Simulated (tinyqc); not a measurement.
Standing waves and exposure in a photoresist film: sweeps and comparisons. A value that a table varies takes the place of the one given here.

Normal incidence from air. Unexposed resist: N1 = n1 + i k1 with k1 = (A + B) lam/(4 pi), lam in micrometres. r01 = (1 - N1)/(1 + N1), t01 = 2/(1 + N1). Substrate Ns = ns + i ks: r12 = (N1 - Ns)/(N1 + Ns). With p = exp(2 pi i N1 d/lam), the field at depth z is E(z) = t01 [exp(2 pi i N1 z/lam) + r12 p^2 exp(-2 pi i N1 z/lam)]/(1 + r01 r12 p^2), the relative intensity I(z) = n1 |E(z)|^2 and the reflectance R = |(r01 + r12 p^2)/(1 + r01 r12 p^2)|^2.

Parameters, chosen for this exercise (a resist on polySi, indices near tabulated ones; not measured data): lam = 248 nm (vacuum wavelength); n1 = 1.776 (resist index); A = 0.12 1/micrometre (bleachable absorption (Dill A)); B = 1.12 1/micrometre (fixed absorption (Dill B)); d = 510 nm (resist thickness); ns = 1.714 (substrate n); ks = 2.827 (substrate k).

## Swing of the coupled dose with resist thickness

The mean of I is taken over 800 depths; the relative dose to clear is taken as 1/(mean of I over the lowest period, 60 depths), scaled to 1 in the first row.

Swing:
```
d (nm)       R  mean I  relative dose
510.0   0.0161  0.9976          1.000
521.6   0.0515  0.9547          1.067
533.3   0.2040  0.7923          1.298
544.9   0.2931  0.6926          1.478
556.5   0.2720  0.7012          1.447
568.2   0.1462  0.8115          1.252
579.8   0.0125  0.9304          1.108
591.5   0.0458  0.8921          1.177
603.1   0.1864  0.7527          1.408
614.7   0.2713  0.6647          1.590
626.4   0.2508  0.6732          1.560
638.0   0.1333  0.7693          1.368
649.6   0.0108  0.8705          1.226
```

The period is 69.8 nm, six rows. The relative dose swings between 1.000 and 1.590, a ratio (max - min)/mean of 0.452, against the estimate 4 sqrt(|r01|^2 |r12|^2) exp(-(A + B) d) = 0.370 for the oscillating part alone; the ratio from the table also holds the slow rise from absorption, 22.6 % over two periods, so the two are not strictly comparable.

## What moves the exposure

The mean of I is over 800 depths. Each row changes one parameter from the base and keeps the others.

Results:
```
case                   |r12|^2       R  mean I  I at the bottom
base                    0.3869  0.0161  0.9976           0.3658
d = 520 nm              0.3869  0.0347  0.9727           0.3503
n1 = 1.794              0.3846  0.0044  1.0103           0.3733
B = 1.32 1/micrometre   0.3854  0.0121  0.9195           0.3239
ks = 2.544              0.3383  0.0096  0.9679           0.3919
ns = 1.885              0.3653  0.0174  0.9793           0.3423
```

The largest shifts from the base row, up to three for each result and ties (the steps differ in size, so this ranks the rows, not the parameters). |r12|^2: ks -0.0486, ns -0.0216, n1 -0.0023; unchanged at the printed digits by d. R: d +0.0186, n1 -0.0116, ks -0.0064. mean I: B -0.0781, ks -0.0297, d -0.0249. I at the bottom: B -0.0419, ks +0.0261, ns -0.0235.

tinyqc: `OMP_NUM_THREADS=1 python tinyqc.py 1682164 1682165 out.jsonl`; about 0.01 s, one thread, shared Intel(R) Xeon(R) Processor @ 2.30GHz.
